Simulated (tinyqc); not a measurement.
Inside a calculation. Model: p-type polysilicon, carrier trapping at grain boundaries.

tinyqc, about 0.01 s, one thread, Intel Xeon 2.30GHz (shared host): `OMP_NUM_THREADS=1 python tinyqc.py 2830038 2830039 out.jsonl` Printed values are rounded.

One-dimensional grains of size Lg, uniform ionised doping N, monovalent traps Qt at each boundary at a depth Et below (for electrons) or above (for holes) the band edge there, abrupt depletion of width W on each side of a boundary, Boltzmann statistics. xi is the distance from the band edge at the grain centre to the Fermi level. Trapped charge Qt/(1 + exp((xi + VB - Et)/Vt)) = 2 N W, barrier VB = q N W^2/(2 eps0 eps_r).

Inputs (values chosen for the exercise); values of the order met in polycrystalline silicon:

| symbol | value | unit | meaning |
|---|---|---|---|
| T | 300 | K | temperature |
| eps_r | 11.7 |  | relative permittivity |
| NB | 2.65e19 | cm^-3 | valence-band density of states at T |
| Lg | 16 | nm | grain size |
| Qt | 1.1e12 | cm^-2 | trap density of a grain boundary |
| Et | 0.34 | eV | depth of the trap level from the majority band edge at the boundary |
| ms | 0.33 | m0 | mass for thermionic emission |
| fe | 0.5 |  | correction factor of the emission rate |
| N | 1.9e17 | cm^-3 | doping |

Constants: q = 1.602176634e-19 C, kB = 1.380649e-23 J/K, m0 = 9.1093837015e-31 kg, Vt = kB T/q, eps0 = 8.8541878128e-14 F/cm where lengths are in cm. Results are converted to the units shown.

Range of the model: VB is below Vt, where abrupt depletion and thermionic emission are rough.

## Depletion width, Fermi level and barrier

If the trap equation with xi = Vt ln(NB/N) has a root W < Lg/2, the grain is partly depleted; otherwise W = Lg/2 and the trap equation gives xi = Et - VB + Vt ln(Qt/(N Lg) - 1). N* = Qt/Lg.

N* = 6.875e17 cm^-3
W = 8 nm
xi = 0.355481 V
VB = 0.00940328 V
share of traps filled = 0.276364

N is 0.276 N*, and the grain is fully depleted; VB = 0.364 Vt.

## Resistivity and effective mobility

n0 = NB exp(-xi/Vt); mean density n0 (1 - 2 W/Lg) by charge balance in a partly depleted grain, and n0 (sqrt(pi)/2) erf(u)/u with u = sqrt(VB/Vt) in a fully depleted one; v = sqrt(kB T/(2 pi ms m0)); barrier resistivity Vt exp(VB/Vt)/(q fe n0 v Lg); grain resistivity (1 - 2 W/Lg)/(q n0 mug); effective mobility 1/(q mean density total resistivity).

n0 = 2.82765e13 cm^-3
mean density = 2.51920e13 cm^-3
v = 4.68286e6 cm/s
barrier resistivity = 2191.42 ohm cm
grain resistivity = 0.00000 ohm cm
resistivity = 2191.42 ohm cm
effective mobility = 113.058 cm^2/(V s)

The resistivity is 5200 times that of a single crystal with the same N and mobility mug, and the mean density is 0.0133 % of N. The effective mobility exceeds mug only because drift through the depleted grain is left out.
